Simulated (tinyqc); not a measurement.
# Undoped symmetric double-gate MOSFET, analytic potential model: effects of single changes

An undoped body of thickness ts between two equal insulators and tied gates; long channel, electrons only, n = ni exp((psi - V)/Vt) with V the quasi-Fermi potential (0 at the source, Vd at the drain), constant mobility, no quantisation. Across the body psi(x) = V - 2 Vt ln[(ts/(2 beta)) sqrt(q ni/(2 eps0 eps_r Vt)) cos(2 beta x/ts)], x from the centre. Q is the electron charge per area of the whole body.

Values chosen for this exercise; material values close to those of silicon: temperature T = 300 K; band gap Eg = 1.12 eV; relative permittivity of the semiconductor eps_r = 11.5; conduction-band density of states at T Nc = 2.76e19 cm^-3; valence-band density of states at T Nv = 2.61e19 cm^-3; relative permittivity of the gate insulator eox = 4.08; insulator thickness tox = 2.8 nm; body thickness ts = 10 nm; gate work function less that of the intrinsic body dphi = 0.12 V; channel mobility mu = 110 cm^2/(V s); gate length L = 2 um; drain voltage Vd = 0.5 V.

Constants: q = 1.602176634e-19 C, kB = 1.380649e-23 J/K, Vt = kB T/q, eps0 = 8.8541878128e-14 F/cm where lengths are in cm. Results are converted to the units shown.

Each table varies one quantity; the others keep the values above.

## Effect of the gate work function less that of the intrinsic body

ni = sqrt(Nc Nv) exp(-Eg/(2 Vt)), Eg in volts; r = eps_r tox/(eox ts); V0 = dphi + 2 Vt ln[(2/ts) sqrt(2 eps0 eps_r Vt/(q ni))]. beta (between 0 and pi/2) solves (Vg - V0 - V)/(2 Vt) = ln(beta) - ln(cos beta) + 2 r beta tan(beta). Q = 8 eps0 eps_r Vt beta tan(beta)/ts; I = mu (1/L)(4 eps0 eps_r/ts)(2 Vt)^2 [g(beta_s) - g(beta_d)] per width, g = beta tan(beta) - beta^2/2 + r beta^2 tan^2(beta), with beta_s at V = 0 and beta_d at V = Vd.  I(low) is taken at Vg = 0.35 V, Qs and I(high) at Vg = 1.1 V.

Results:
```
dphi (V)	V0 (V)	I(low) (nA/um)	Qs(high) (nC/cm^2)	I(high) (uA/um)
-0.03	0.4520	5.588	1415	23.22
0.02	0.5020	0.8322	1297	20.20
0.12	0.6020	0.01748	1064	14.44
0.17	0.6520	0.002527	949.7	11.78
0.22	0.7020	3.653e-4	836.5	9.353
0.27	0.7520	5.281e-5	725.0	7.211
```

Estimate the missing row, dphi = 0.07 V.

Computed row:
```
dphi (V)	V0 (V)	I(low) (nA/um)	Qs(high) (nC/cm^2)	I(high) (uA/um)
0.07	0.5520	0.1208	1180	17.27
```

With this row back in the table: As dphi goes from -0.03 to 0.27 V, I(low) falls from 5.59 to 5.28e-5 nA/um and I(high) falls from 23.2 to 7.21 uA/um. V0 rises from 0.452 to 0.752 V. In every row the surface density at the source at the higher gate voltage passes 0.3 Nc, where Boltzmann statistics fail.

## Transfer curve and volume inversion

Q = 8 eps0 eps_r Vt beta tan(beta)/ts; I = mu (1/L)(4 eps0 eps_r/ts)(2 Vt)^2 [g(beta_s) - g(beta_d)] per width, g = beta tan(beta) - beta^2/2 + r beta^2 tan^2(beta), with beta_s at V = 0 and beta_d at V = Vd. The drop is psi(surface) - psi(centre) at the source end; C = dQs/dVg, Cg = 2 eps0 eox/tox; gm = dI/dVg.

Transfer curve and volume inversion:
```
Vg (V)	Qs (nC/cm^2)	drop (mV)	C/Cg	I (uA/um)	gm/I (1/V)
0.3	0.001777	2.182e-4	2.664e-5	2.527e-6	38.68
0.45	0.5822	0.07144	0.008636	8.322e-4	38.48
0.6	62.89	7.351	0.4447	0.1398	24.74
0.75	306.8	30.18	0.7446	1.588	10.62
0.9	615.6	50.60	0.8382	5.369	6.306
1.05	949.7	66.68	0.8837	11.78	4.342
1.2	1297	79.54	0.9101	20.20	2.949
1.35	1653	90.13	0.9272	29.42	2.139
1.5	2014	99.08	0.9390	39.01	1.661
```

The current rises from 2.53e-6 to 39.0 uA/um. In the first row gm/I is 38.7 1/V, within 0.01 % of 1/Vt: with no depletion charge the whole body follows the gate, and the swing is ideal. The drop between surface and centre goes from 2.2e-4 to 99.1 mV and passes Vt at Vg = 0.75 V among the rows; below that the density varies across the body by less than a factor of e (volume inversion). C reaches 0.94 of Cg in the last row. For Vg = 0.9 to 1.5 V the surface density at the source passes 0.3 Nc, where Boltzmann statistics fail.

## Output curve

Same model as above.

In this table Vg = 0.9 V.

Output curve:
```
Vd (V)	Qd (nC/cm^2)	Qd/Qs	I (uA/um)
0.06	488.0	0.7926	1.820
0.11	385.4	0.6261	3.020
0.16	287.7	0.4673	3.944
0.22	179.5	0.2916	4.712
0.27	101.4	0.1647	5.095
0.32	42.07	0.06834	5.286
0.38	7.676	0.01247	5.357
0.43	1.247	0.002025	5.367
0.48	0.1838	2.985e-4	5.369
```

Read the table: what changes, and by how much?

The current rises from 1.82 to 5.37 uA/um, while the charge at the drain end falls from 0.79 to 3.0e-4 of that at the source. The current first comes within 1 % of its last value at Vd = 0.38 V among the rows. Over the last rows Qd falls by a factor of e for each Vt of drain voltage: the drain end is in weak inversion. In every row the surface density at the source passes 0.3 Nc, where Boltzmann statistics fail.

Computed by the program tinyqc: `OMP_NUM_THREADS=1 python tinyqc.py 2440082 2440083 out.jsonl`, one thread of a shared Intel Xeon 2.30GHz, about 0.01 s for the whole run.
